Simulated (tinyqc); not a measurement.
Short-channel transistor, virtual-source model with series resistance: one step of the calculation.

The current per gate width is the charge at the top of the source barrier (the virtual source) times its velocity times a saturation function; al and be are fitting constants of the model. Units: I in uA/um, Rs in ohm um, so I Rs = 1e-6 I Rs in volts; Q in uC/cm^2, so I = 1e-4 Q vx0 Fsat with vx0 in cm/s.

Problem. What the series resistance costs. Intrinsic voltages Vg' = Vgs - I Rs, Vd' = Vds - 2 I Rs. n = n0 + nd Vd', VT = VT0 - dl Vd', Ff = 1/(1 + exp((Vg' - VT + al Vt/2)/(al Vt))), Q = Cinv n Vt ln(1 + exp((Vg' - VT + al Vt Ff)/(n Vt))), Vdsat = (vx0 L/mu)(1 - Ff) + Vt Ff, Fsat = u/(1 + u^be)^(1/be) with u = Vd'/Vdsat, and I = Q vx0 Fsat per width. I0 is the current for Rs = 0. Effective velocity I/Q; transit time L Q/I.

Parameters, values chosen for the exercise:
```
symbol,value,unit,meaning
T,350,K,temperature
Cinv,3.51,uF/cm^2,inversion capacitance
vx0,1.57e7,cm/s,velocity at the virtual source
mu,130,cm^2/(V s),apparent mobility
L,45,nm,channel length
VT0,0.49,V,threshold at zero drain voltage
dl,0.137,V/V,drain-induced barrier lowering
n0,1.18,,subthreshold factor
nd,0.05,1/V,growth of n with drain voltage
al,3.5,,threshold shift (in units of Vt) from weak to strong inversion
be,2,,sharpness of saturation
Rs,30,ohm um,series resistance of each contact
Vgs,0.7,V,gate voltage
Vds,0.7,V,drain voltage
```

Constants: q = 1.602176634e-19 C, kB = 1.380649e-23 J/K, Vt = kB T/q. Results are converted to the units shown.

converged I = 1139.0209 uA/um
I0 = 1361.9459 uA/um

Find: loss against I0; effective velocity; transit time.

Solution.

loss against I0 = 16.368 %
effective velocity = 1.2133e7 cm/s
transit time = 0.37090 ps

The carriers leave the virtual source at 77.3 % of vx0.

Computed by the program tinyqc: `OMP_NUM_THREADS=1 python tinyqc.py 2380031 2380032 out.jsonl`, one thread of a shared Intel Xeon 2.30GHz, about 0.01 s for the whole run.
